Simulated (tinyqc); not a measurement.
Inside a calculation. Method: ROHF in the sto-6g basis, for H2+, spin multiplicity 2. One step of it, computed by the program tinyqc.

Question. Iteration 2 (converged): orbitals. Diagonalise F' = X^T F X, C = X C', fill 1 alpha and 0 beta electrons from the bottom; D(s) = C_occ C_occ^T. Each column has its largest component positive (the first on a tie).

effective F (hartree):
```
           1H 1s      2H 1s
1H 1s  -0.516161  -0.387743
2H 1s  -0.387743  -0.516161
```

X:
```
           1H 1s      2H 1s
1H 1s   1.042566  -0.173377
2H 1s  -0.173377   1.042566
```

Give: F' = X^T F X; orbital energies; coefficients C; D(alpha) after iteration 2; D(beta) after iteration 2.

Answer.

F' = X^T F X (hartree):
```
         1        2
1  -0.4364  -0.2465
2  -0.2465  -0.4364
```

orbital energies (hartree): MO1 -0.6829, MO2 -0.1899

coefficients C:
```
          MO1      MO2
1H 1s  0.6146   0.8598
2H 1s  0.6146  -0.8598
```

D(alpha) after iteration 2:
```
        1H 1s   2H 1s
1H 1s  0.3777  0.3777
2H 1s  0.3777  0.3777
```

D(beta) after iteration 2:
```
        1H 1s   2H 1s
1H 1s  0.0000  0.0000
2H 1s  0.0000  0.0000
```
